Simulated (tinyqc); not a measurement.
Worked calculation: exchange-only LDA atom on a uniform radial grid, spin-unpolarised, for He. Computed by tinyqc, a small Python program that keeps every step. Settings: Z = 2, points = 192, R = 9.3, functional = Slater exchange alone, mixing = 0.2, iteration cap = 75. Command: `OMP_NUM_THREADS=1 python tinyqc.py 23657 23658 out.jsonl` (the two numbers bound the seeds that draw the settings). One thread of a shared host (Intel(R) Xeon(R) Processor @ 2.60GHz), about 0.5 s of CPU time with the checks. Later iterations appear only in the table of the cycle.

## Iteration 1

Spherical atom on a uniform radial grid r_j = j h with h = R/(N + 1), h sum u^2 = 1 and integrals as h times sums, u(0) = u(R) = 0 (atomic units):
```
parameter,value
Z,2
points N,192
R,9.300000
h,0.048187
mixing,0.200000
electrons in 1s,2
```

Three-point differences turn -u''/2 + [l(l+1)/2r^2 - Z/r + V] u = e u into a tridiagonal matrix (diagonal 1/h^2 + potential, off-diagonal -1/2h^2). D = sum f u^2; the Hartree potential y/r solves y'' = -D/r with y(0) = 0, y(R) = N_e; v_xc comes from rho = D/(4 pi r^2); E = sum f e - int D V + int D (V_H/2 + eps_xc); V(new) = V + mixing (V_H + v_xc - V).

eigenvalues (hartree): 1s -1.995378

Every 12th grid point:
```
r,V in,u(1s),D,V_H,v_xc
0.578238,0.000000,1.028492,2.115592,2.719792,-0.783417
1.156477,0.000000,0.648267,0.840499,1.673053,-0.362806
1.734715,0.000000,0.306456,0.187830,1.147896,-0.168018
2.312953,0.000000,0.128774,0.033166,0.864224,-0.077811
2.891192,0.000000,0.050730,0.005147,0.691711,-0.036035
3.469430,0.000000,0.019185,0.000736,0.576459,-0.016688
4.047668,0.000000,0.007054,0.000100,0.494111,-0.007728
4.625907,0.000000,0.002541,0.000013,0.432348,-0.003579
5.204145,0.000000,0.000901,1.62e-06,0.384309,-0.001657
5.782383,0.000000,0.000315,1.99e-07,0.345878,-0.000768
6.360622,0.000000,0.000109,2.39e-08,0.314435,-0.000355
6.938860,0.000000,0.000038,2.83e-09,0.288232,-0.000165
7.517098,0.000000,0.000013,3.29e-10,0.266060,-0.000076
8.095337,0.000000,4.31e-06,3.71e-11,0.247056,-0.000035
8.673575,0.000000,1.33e-06,0,0.230585,-0.000015
9.251813,0.000000,8.22e-08,0,0.216174,0.000000
```

total energy = -2.56356871 hartree

## Iteration 2

As before.

eigenvalues (hartree): 1s -1.641741

Every 12th grid point:
```
r,V in,u(1s),D,V_H,v_xc
0.578238,0.387275,1.007136,2.028646,2.657920,-0.772535
1.156477,0.262049,0.668237,0.893081,1.660276,-0.370220
1.734715,0.195976,0.337913,0.228371,1.145787,-0.179328
2.312953,0.157283,0.153188,0.046933,0.863911,-0.087358
2.891192,0.131135,0.065466,0.008572,0.691667,-0.042713
3.469430,0.111954,0.026966,0.001454,0.576453,-0.020940
4.047668,0.097277,0.010832,0.000235,0.494110,-0.010287
4.625907,0.085754,0.004273,0.000037,0.432348,-0.005061
5.204145,0.076530,0.001662,0.000006,0.384309,-0.002494
5.782383,0.069022,0.000640,8.18e-07,0.345878,-0.001230
6.360622,0.062816,0.000244,1.19e-07,0.314435,-0.000607
6.938860,0.057613,0.000092,1.71e-08,0.288232,-0.000300
7.517098,0.053197,0.000035,2.41e-09,0.266060,-0.000148
8.095337,0.049404,0.000013,3.28e-10,0.247056,-0.000072
8.673575,0.046114,4.28e-06,3.67e-11,0.230585,-0.000033
9.251813,0.043235,2.74e-07,0,0.216174,0.000000
```

total energy = -2.62030275 hartree

## Iteration 3

As before.

eigenvalues (hartree): 1s -1.372820

Every 12th grid point:
```
r,V in,u(1s),D,V_H,v_xc
0.578238,0.686897,0.987846,1.951678,2.603616,-0.762638
1.156477,0.467651,0.682391,0.931316,1.647763,-0.375429
1.734715,0.350072,0.364205,0.265290,1.143429,-0.188513
2.312953,0.281137,0.175557,0.061641,0.863507,-0.095668
2.891192,0.234699,0.080158,0.012851,0.691602,-0.048885
3.469430,0.200666,0.035400,0.002506,0.576443,-0.025105
4.047668,0.174586,0.015288,0.000467,0.494109,-0.012943
4.625907,0.154060,0.006497,0.000084,0.432347,-0.006692
5.204145,0.137587,0.002727,0.000015,0.384309,-0.003469
5.782383,0.124147,0.001134,2.57e-06,0.345878,-0.001802
6.360622,0.113018,0.000468,4.38e-07,0.314435,-0.000937
6.938860,0.103677,0.000192,7.36e-08,0.288232,-0.000488
7.517098,0.095740,0.000078,1.22e-08,0.266060,-0.000254
8.095337,0.088920,0.000031,1.93e-09,0.247056,-0.000131
8.673575,0.083002,0.000011,2.45e-10,0.230585,-0.000063
9.251813,0.077823,7.29e-07,0,0.216174,0.000000
```

total energy = -2.65744119 hartree

## Convergence

Stop when input and output potentials agree to 1e-7.

Course of the cycle (hartree):
```
iteration,E,e(1s),largest |V(out) - V(in)|
1,-2.56356871,-1.995378,2.44e+00
2,-2.62030275,-1.641741,1.85e+00
3,-2.65744119,-1.372820,1.39e+00
4,-2.68102076,-1.168478,1.04e+00
5,-2.69555110,-1.013269,7.78e-01
6,-2.70425576,-0.895386,5.79e-01
7,-2.70933801,-0.805823,4.30e-01
8,-2.71223921,-0.737728,3.20e-01
9,-2.71386441,-0.685898,2.38e-01
10,-2.71476126,-0.646393,1.78e-01
11,-2.71525070,-0.616229,1.34e-01
...,...,...,...
62,-2.71582870,-0.514770,8.28e-07
63,-2.71582870,-0.514770,6.60e-07
64,-2.71582870,-0.514770,5.26e-07
65,-2.71582870,-0.514770,4.19e-07
66,-2.71582870,-0.514769,3.34e-07
67,-2.71582870,-0.514769,2.66e-07
68,-2.71582870,-0.514769,2.12e-07
69,-2.71582870,-0.514769,1.69e-07
70,-2.71582870,-0.514769,1.35e-07
71,-2.71582870,-0.514769,1.07e-07
72,-2.71582870,-0.514769,8.55e-08
```

Converged in 72 iterations. A uniform grid resolves the cusp poorly: for a bare nucleus this grid gives 1s at -1.99538 against -Z^2/2 = -2 hartree. Before convergence this energy mixes input and output and is not variational, so it may rise towards its limit.
